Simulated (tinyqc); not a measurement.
## Undoped gate-all-around wire MOSFET, analytic charge model: effect of the temperature

An undoped round wire of radius R under an insulator shell and a surrounding gate; long channel, electrons only, n = ni exp((psi - V)/Vt) with V the quasi-Fermi potential (0 at the source, Vd at the drain), constant mobility, no quantisation. The radial Poisson equation gives n(r) = n(0)/(1 - (1 - b) r^2/R^2)^2 with b = Q0/(Q + Q0). Q is the electron charge per area of the wire surface.

Nc and Nv are given at 293 K and scale as (T/293 K)^1.5; Eg and mu are held fixed. ni = sqrt(Nc Nv) exp(-Eg/(2 Vt)), Eg in volts; Cox = eps0 eox/(R ln(1 + tox/R)); Q0 = 4 eps0 eps_r Vt/R; V0 = dphi + Vt ln[8 eps0 eps_r Vt/(q ni R^2)]. Q solves Vg - V0 - V = Q/Cox + Vt ln(Q/Q0) + Vt ln(1 + Q/Q0). I = mu (2 pi R/L)[2 Vt (Qs - Qd) + (Qs^2 - Qd^2)/(2 Cox) + Vt Q0 ln((Qd + Q0)/(Qs + Q0))], with Qs at V = 0 and Qd at V = Vd.  I(low) is taken at Vg = 0.45 V, Qs and I(high) at Vg = 1.2 V.

Inputs (values chosen for the exercise); material values close to those of silicon: band gap Eg = 1.12 eV; relative permittivity of the semiconductor eps_r = 11.9; conduction-band density of states at the reference temperature Nc = 2.74e19 cm^-3; valence-band density of states at the reference temperature Nv = 2.61e19 cm^-3; relative permittivity of the gate insulator eox = 24.5; insulator thickness tox = 6.1 nm; wire radius R = 6 nm; gate work function less that of the intrinsic body dphi = 0.19 V; channel mobility mu = 310 cm^2/(V s); gate length L = 2 um; drain voltage Vd = 0.8 V.

Constants: q = 1.602176634e-19 C, kB = 1.380649e-23 J/K, Vt = kB T/q, eps0 = 8.8541878128e-14 F/cm where lengths are in cm. Results are converted to the units shown.

Result of one run:
```
T (K),V0 (V),I(low) (nA),Qs(high) (nC/cm^2),I(high) (uA)
340,0.6898,0.009828,1937,2.708
```

What becomes of these results when the temperature T is changed from 340 to 250 K, all else the same?

Result of the changed run:
```
T (K),V0 (V),I(low) (nA),Qs(high) (nC/cm^2),I(high) (uA)
250,0.7090,1.143e-4,1954,2.606
```

The whole series:
```
T (K),V0 (V),I(low) (nA),Qs(high) (nC/cm^2),I(high) (uA)
220,0.7152,1.243e-5,1966,2.587
250,0.7090,1.143e-4,1954,2.606
280,0.7028,6.743e-4,1946,2.634
310,0.6963,0.002897,1940,2.668
340,0.6898,0.009828,1937,2.708
370,0.6831,0.02784,1937,2.754
400,0.6764,0.06845,1939,2.805
430,0.6695,0.1503,1943,2.860
```

As T goes from 220 to 430 K, I(low) rises from 1.24e-5 to 0.150 nA and I(high) rises from 2.59 to 2.86 uA. V0 falls from 0.715 to 0.670 V. In every row the surface density at the source at the higher gate voltage passes 0.3 Nc, where Boltzmann statistics fail. In every row the mobility is held fixed, though a real one changes with T. In every row the body is thin enough for quantum confinement, left out here, to raise the threshold.

Computed by the program tinyqc: `OMP_NUM_THREADS=1 python tinyqc.py 2460039 2460040 out.jsonl`, one thread of a shared Intel Xeon 2.30GHz, about 0.02 s for the whole run.
